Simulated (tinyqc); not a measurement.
Octagonal on-chip spiral inductor, lumped pi model: quality factor against frequency.

Outer diameter do = di + 2 n wd + 2 (n - 1) sp, mean da = (do + di)/2, fill p = (do - di)/(do + di), length l = 3.314 n da. L = 2.25 mu0 n^2 da/(1 + 3.55 p), mu0 = 4 pi 1e-7 H/m. Rs = rho l/(wd delta (1 - exp(-th/delta))), delta = sqrt(rho/(pi f mu0)). Cs = n wd^2 eps0 eo/hu across the coil. At each end Cox = l wd eps0 eo/(2 ho) leads to the substrate branch Rsi = 2 rs he/(l wd) in parallel with Csi = l wd eps0 11.7/(2 he). With one end grounded Y = 1/(Rs + i w L) + i w Cs + 1/[1/(i w Cox) + 1/(1/Rsi + i w Csi)], w = 2 pi f; Q = -Im Y/Re Y. Eddy currents in neighbouring turns and in the substrate are left out.

Apparent inductance Im(1/Y)/w; share of the loss Re(substrate branch)/Re Y.

Values chosen for this exercise; values of the order met in silicon radio-frequency processes:
- n = 6.5 (number of turns)
- wd = 8 um (line width)
- sp = 1.5 um (space between turns)
- di = 40 um (inner diameter)
- th = 4 um (metal thickness)
- rho = 3 uohm cm (metal resistivity)
- ho = 4 um (oxide below the coil)
- hu = 0.9 um (oxide between coil and underpass)
- eo = 3 (relative permittivity of the oxide)
- rs = 10 ohm cm (substrate resistivity)
- he = 80 um (effective spreading depth in the substrate)

Constants: eps0 = 8.8541878128e-12 F/m. Results are converted to the units shown.

Results:
```
f (GHz)  Rs (ohm)  w L/Rs       Q  apparent inductance (nH)  loss in the substrate (%)
0.28        2.900   2.318   2.316                     3.824                    0.01722
0.76        3.568   5.115   5.053                     3.841                     0.6130
1.2         4.043   7.128   6.830                     3.867                      2.867
2           4.767   10.08   8.536                     3.929                      12.56
3.3         5.748   13.79   8.446                     4.051                      34.49
5.4         7.069   18.34   6.402                     4.316                      59.74
8.9         8.881   24.06   3.648                     5.096                      78.30
15          11.42   31.54  0.7422                     6.166                      89.32
```

Estimate the missing row, f = 0.47 GHz.

Computed row:
```
f (GHz)  Rs (ohm)  w L/Rs      Q  apparent inductance (nH)  loss in the substrate (%)
0.47        3.196   3.532  3.519                     3.829                     0.1104
```

With this row back in the table: Q goes from 2.32 through a maximum of 8.54 (at f = 2 GHz among the rows listed) to 0.742; the exact peak is 8.79 at 2.53 GHz and Q reaches zero at the self-resonance, 17.1 GHz. The share of the substrate rises from 0.0172 to 89.3 %, and the apparent inductance ends at 1.61 times L. At the peak the substrate takes 21.5 % of the loss. For f = 15 the coil is longer than 0.15 of a wavelength in the oxide, where one lumped section is rough.

Program tinyqc, `OMP_NUM_THREADS=1 python tinyqc.py 2302104 2302105 out.jsonl`; Intel Xeon 2.30GHz, shared host, one thread, about 0.01 s.
